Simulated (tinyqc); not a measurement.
Crystallisation kinetics and data retention of a phase-change cell: two steps of the calculation.

Johnson-Mehl-Avrami-Kolmogorov law X = 1 - exp(-y^n), y = integral of k dt, k = (1/100 s) exp[-(Ec q/kB)(1/T - 1/T1)].

Values chosen for this exercise; values of the order of Ge-Sb-Te and related chalcogenides: activation energy of crystallisation Ec = 2.44 eV; temperature at which the rate k is 1/(100 s) T1 = 414 K; Avrami exponent n = 2; crystalline share at which the state is lost Xf = 0.4; storage temperature T = 317 K; heating rate b = 1 K/min; start of the ramp table Ta = 371 K; step of the table dT = 5 K; steps m = 10.

Constants: q = 1.602176634e-19 C, kB = 1.380649e-23 J/K. Results are converted to the units shown.

Question 1. Retention. At fixed T the state fails at t = (-ln(1 - Xf))^(1/n)/k; ten years are 3.15576e8 s.

Give: k; y at failure; time to fail; the same in years; temperature for ten years.

Answer 1.

k = 8.1481e-12 1/s
y at failure = 0.71472
time to fail = 8.7716e10 s
the same in years = 2779.6
temperature for ten years = 338.31 K

The cell meets ten years at 317 K.

Question 2. A heating ramp. T rises at the rate b. Start with y = k (kB Ta^2/(q Ec))/b, the integral from cold to Ta to leading order; over each step k is taken as exponential in T, so y gains (dT/b)(k2 - k1)/ln(k2/k1). dX/dt = n y^(n - 1) k exp(-y^n), listed as 0 once y^n exceeds 23.

Wanted: T; k; y; X; dX/dt.

Answer 2.

```
point	T (K)	k (1/s)	y	X	dX/dt (1/s)
0	371	3.6085e-6	0.0010525	1.1077e-6	7.5958e-9
1	376	9.9563e-6	0.0029288	8.5780e-6	5.8320e-8
2	381	2.6748e-5	0.0080262	6.4418e-5	4.2935e-7
3	386	7.0045e-5	0.021519	4.6296e-4	3.0132e-6
4	391	1.7896e-4	0.056352	0.0031706	2.0106e-5
5	396	4.4654e-4	0.14415	0.020563	1.2609e-4
6	401	0.0010891	0.36035	0.12178	6.8932e-4
7	406	0.0025985	0.88108	0.53989	0.0021068
8	411	0.0060700	2.1086	0.98828	3.0011e-4
9	416	0.013893	4.9429	1.0000	0
10	421	0.031180	11.358	1.0000	0
```

Range of the model: One Arrhenius rate is assumed; incubation, growth from the boundary and the non-Arrhenius kinetics of the supercooled liquid are left out.

Program tinyqc, `OMP_NUM_THREADS=1 python tinyqc.py 2490143 2490144 out.jsonl`; Intel Xeon 2.30GHz, shared host, one thread, about 0.04 s.
